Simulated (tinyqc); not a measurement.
Inside a calculation: thresholds of impact ionisation and Auger recombination from band masses. Values are carried at full precision from step to step, so a last printed digit may differ when a step is redone from the rounded ones.

Parabolic bands, no phonon. At threshold the three slow carriers share one velocity. With M their total mass and m4 the mass of the fast carrier, the fast carrier has the kinetic energy E_T = G M/(M - m4) and the slow ones together E_a = G m4/(M - m4), the activation energy of the Auger rate. CCCH (fast electron): G = Eg, M = 2 me + mh, m4 = me. CHHS (hole into the split-off band): G = Eg - Dso, M = 2 mh + me, m4 = ms; this form holds for Eg > Dso (below, the process needs about Dso - Eg and is marked by a dash). CHHL (hole into the light band): G = Eg, M = 2 mh + me, m4 = ml. CHHH (fast heavy hole): G = Eg, M = 2 mh + me, m4 = mh.

Constants: kB = 8.617333262e-05 eV/K; hbar^2/2m0 = 3.80998211 eV angstrom^2.

Parameters, chosen for this exercise (near those of InSb, gap at low temperature and not tied to T; shifted at random, so the results belong to these values and not to a real crystal):
```
symbol  value   unit  meaning
Eg      0.236   eV    gap at Gamma to the s-like level
Dso     0.824   eV    spin-orbit splitting
me      0.0132  m0    electron mass at Gamma
mh      0.45    m0    heavy-hole mass
ms      0.105   m0    split-off mass
ml      0.0152  m0    light-hole mass
T       350     K     temperature
```

## Thresholds of four processes

Give G, M, m4, E_T, E_a and E_a/kT.

Results:
```
process   G (eV)       M      m4  E_T (eV)  E_a (eV)  E_a/kT
CCCH      0.2360  0.4764  0.0132    0.2427    0.0067    0.22
CHHS     -0.5880  0.9132  0.1050         -         -       -
CHHL      0.2360  0.9132  0.0152    0.2400    0.0040    0.13
CHHH      0.2360  0.9132  0.4500    0.4653    0.2293    7.60
```

The lowest activation energy is that of CHHL (4 meV), then CCCH (7 meV). At equal G a light fast carrier takes up the energy with little momentum, so little is asked of the slow ones; CHHH asks 0.97 Eg. For equal masses E_T would be 3/2 Eg; for electrons here it is 1.028 Eg.

## Momenta at the CCCH threshold

At the threshold of the parabolic CCCH process the fast electron has E_T = Eg M/(M - me), M = 2 me + mh, and the slow carriers E_a = E_T - Eg together. It has k4 = sqrt(me E_T/c), c = hbar^2/2m0; the slow carriers share k4 in proportion to their masses. Give the wave vectors and kinetic energies, and check that they add up to E_a.

k4 = 0.02900 1/angstrom

electron, electron, hole (1/angstrom): [0.00080, 0.00080, 0.02739]

their kinetic energies (meV): [0.19, 0.19, 6.35]

sum = 6.73 meV

The hole carries 94 % of the momentum and of the energy of the slow carriers.

## Non-parabolicity raises the threshold

Non-parabolic fast electron: E (1 + alpha E) = c k^2/me with alpha = (1 - me)^2/Eg; the slow carriers stay parabolic, so E_T = Eg + me E_T (1 + alpha E_T)/M, M = 2 me + mh (the root between Eg and 1.9 Eg).

Give alpha, E_T, E_a = E_T - Eg and k4.

alpha = 4.1262 1/eV
E_T = 0.2501 eV
E_a = 0.0141 eV
k4 = 0.04196 1/angstrom

E_a is 2.09 times the parabolic value, since an electron at E_T above the edge has 1 + alpha E_T = 2.03 times the squared momentum, and E_T itself is 1.03 times higher.

## Temperature dependence

For non-degenerate carriers at fixed densities the Auger coefficient goes as exp(-E_a/kT), up to slowly varying powers of T. Give exp(-E_a/kT) for the parabolic and the non-parabolic CCCH value, and the characteristic temperature T0 = kT^2/E_a of each.

Boltzmann factors: [0.8001, 0.6270]

T0 (K): [1570, 750]

Non-parabolicity lowers the factor by 1.3 times; direct CCCH stays open at this temperature.

## Checks

- Largest energy that an electron at k4 can give to a pair, by numerical search, against Eg (eV): both 0.2360.

Computed by tinyqc, a small Python program: `OMP_NUM_THREADS=1 python tinyqc.py 1850376 1850377 out.jsonl` (the numbers bound the seed that draws the inputs); one thread of a shared host (Intel(R) Xeon(R) Processor @ 2.30GHz), about 0.01 s for the whole set of steps.
